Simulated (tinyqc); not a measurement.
From a target to a composition: model-solid line-up of a strained alloy layer on a substrate.

Problem. A layer of the alloy is strained to the substrate, and its gap (Ec minus the top valence edge) is given. Find x between 0.12 and 0.92, where the gap is monotonic.

All values of the alloy are linear in x but the gap, Eg(x) = (1 - x) Eg_A + x Eg_B - C x (1 - x), and the valence edge, Ev(x) = (1 - x) Ev_A + x Ev_B + fv C x (1 - x); Ec = Ev + Eg. Ev is the top of the unstrained valence band on a scale common to all materials. In the layer only the Gamma valley of the conduction band is followed, also where an X or L valley would lie lower.

Coherent growth on a (001) face: e_par = (a_s - a)/a, e_perp = -2 (C12/C11) e_par; exx = eyy = e_par, ezz = e_perp, no shear.

Strained edges: Ec + ac tr(e); the valence edges are Ev plus the levels of the 6 x 6 matrix of X, Y, Z times spin with -Dso/3 + l exx + m (eyy + ezz) on the diagonal (cyclic), n exy off it, l = av + 2 b, m = av - b, n = sqrt(3) d. Spin-orbit term (Dso/3) L.sigma on X, Y, Z with (L_k)_ij = -i epsilon_kij: <X+|H|Y+> = -i Dso/3, <X+|H|Z-> = Dso/3, <Y+|H|Z-> = -i Dso/3, <Z+|H|X-> = -Dso/3, <Z+|H|Y-> = i Dso/3, <X-|H|Y-> = i Dso/3, and their conjugates; + and - are the spin along z.

Inputs chosen for the exercise (A near GaP, B near InP, substrate near GaAs; the results hold for these values, not for the real material):
- a = (5.449, 5.866) angstrom (lattice constant of A, B)
- Eg = (2.905, 1.418) eV (gap at Gamma to the s-like level of A, B)
- Dso = (0.08, 0.108) eV (spin-orbit splitting of A, B)
- Ev = (-1.25, -0.95) eV (top of the unstrained valence band of A, B)
- ac = (-8.22, -6) eV (conduction deformation potential of A, B)
- av = (1.71, 0.61) eV (valence hydrostatic potential of A, B)
- b = (-1.6, -2.03) eV (tetragonal shear potential of A, B)
- d = (-4.6, -4.97) eV (trigonal shear potential of A, B)
- C11 = (139.7, 101.3) GPa (of A, B)
- C12 = (62.6, 56.5) GPa (of A, B)
- C44 = (70.8, 45.5) GPa (of A, B)
- C = 0.561 eV (bowing of the gap)
- fv = 0 (share of the bowing taken by the valence edge)
- a_s = 5.66 angstrom (substrate)
- face = 001 (growth face)

strained gap = 1.996506 eV

Find: x; e_par; gap of the relaxed alloy.

Solution. Bisect on x; the strained gap is 2.2024 eV at x = 0.12 and 1.5569 eV at x = 0.92.

x = 0.520
e_par = -0.103 %
gap of the relaxed alloy = 1.992 eV

Computed by tinyqc, a small Python program: `OMP_NUM_THREADS=1 python tinyqc.py 1050520 1050521 out.jsonl` (the numbers bound the seed that draws the inputs); one thread of a shared host (Intel(R) Xeon(R) Processor @ 2.30GHz), about 0.02 s for the whole set of steps.
